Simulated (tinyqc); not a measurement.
## Free and trapped electrons in a MOS channel with a dense trap tail: effect of the temperature

p-type body, charge-sheet picture, full ionisation (an idealisation for deep acceptors), Boltzmann statistics for free electrons. e = Ec - EF at the surface. Acceptor-like traps of density D(E) = D0 + De exp(-E/Ew) at depth E below Ec, from 0 to Eu, hold n_t = integral of D(E)/(1 + exp((e - E)/Vt)). psi = Eg - Vt ln(Nv/Na) - e; N_dep = sqrt(2 eps0 eps_r Na (psi - Vt)/q); n_f = sqrt(N_dep^2 + 2 eps0 eps_r Vt Nc exp(-e/Vt)/q) - N_dep; Vg = Vfb + psi + q (N_dep + n_t + n_f)/Cox, Cox = eps0 eox/tox.

Nc and Nv are given at 400 K and scale as (T/400 K)^1.5; Eg, Vfb and mf are held fixed. VT is the Vg for n_f = 1e11 cm^-2; swing ln 10 n_f/(dn_f/dVg) at n_f = 1e8 cm^-2; the last three columns are for Vg = VT + 3.5 V, with free share n_f/(n_f + n_t) and field-effect mobility mf q (dn_f/dVg)/Cox; there EF is near the band edge, where Boltzmann statistics are rough.

Values chosen for this exercise; band and dielectric values close to those of 4H silicon carbide: band gap Eg = 3.21 eV; relative permittivity eps_r = 9.61; conduction-band density of states at the reference temperature Nc = 2.59e19 cm^-3; valence-band density of states at the reference temperature Nv = 3.8e19 cm^-3; relative permittivity of the insulator eox = 3.9; insulator thickness tox = 44 nm; acceptor density Na = 2.1e16 cm^-3; flat-band voltage without trapped charge Vfb = -2.89 V; constant background density of acceptor-like traps D0 = 9.9e10 cm^-2 eV^-1; density of the tail at the conduction edge De = 7.1e13 cm^-2 eV^-1; decay energy of the tail Ew = 0.13 eV; depth below Ec down to which the traps reach Eu = 0.87 eV; mobility of free electrons mf = 150 cm^2/(V s).

Constants: q = 1.602176634e-19 C, kB = 1.380649e-23 J/K, Vt = kB T/q, eps0 = 8.8541878128e-14 F/cm where lengths are in cm. Results are converted to the units shown.

Results:
```
T (K)	e at VT (eV)	VT (V)	q n_t/Cox at VT (V)	swing (mV/decade)	n_f (cm^-2)	free share (%)	field-effect mobility (cm^2/(V s))
200	0.03897	16.29	14.23	1802	4.787e11	5.460	56.95
300	0.08517	12.32	10.42	1285	3.590e11	5.207	33.35
350	0.1113	10.57	8.747	1031	3.486e11	5.740	30.83
400	0.1391	9.012	7.279	816.6	3.505e11	6.551	30.24
450	0.1684	7.656	6.013	647.4	3.605e11	7.632	30.82
500	0.1991	6.488	4.937	520.5	3.770e11	8.995	32.19
550	0.2309	5.489	4.034	429.7	3.990e11	10.66	34.16
```

Estimate the missing row, T = 250 K.

Computed row:
```
T (K)	e at VT (eV)	VT (V)	q n_t/Cox at VT (V)	swing (mV/decade)	n_f (cm^-2)	free share (%)	field-effect mobility (cm^2/(V s))
250	0.06093	14.25	12.27	1558	3.918e11	5.022	39.88
```

With this row back in the table: As T goes from 200 to 550, VT falls from 16.3 to 5.49 V, its part due to traps falls from 14.2 to 4.03 V, the swing falls from 1800 to 430 mV/decade and the field-effect mobility goes from 56.9 through a minimum of 30.2 (at T = 400 among the rows listed) to 34.2 cm^2/(V s). On heating the same n_f is reached with EF deeper in the gap, where fewer tail states are filled.

Computed by the program tinyqc: `OMP_NUM_THREADS=1 python tinyqc.py 2222004 2222005 out.jsonl`, one thread of a shared Intel Xeon 2.30GHz, about 0.02 s for the whole run.
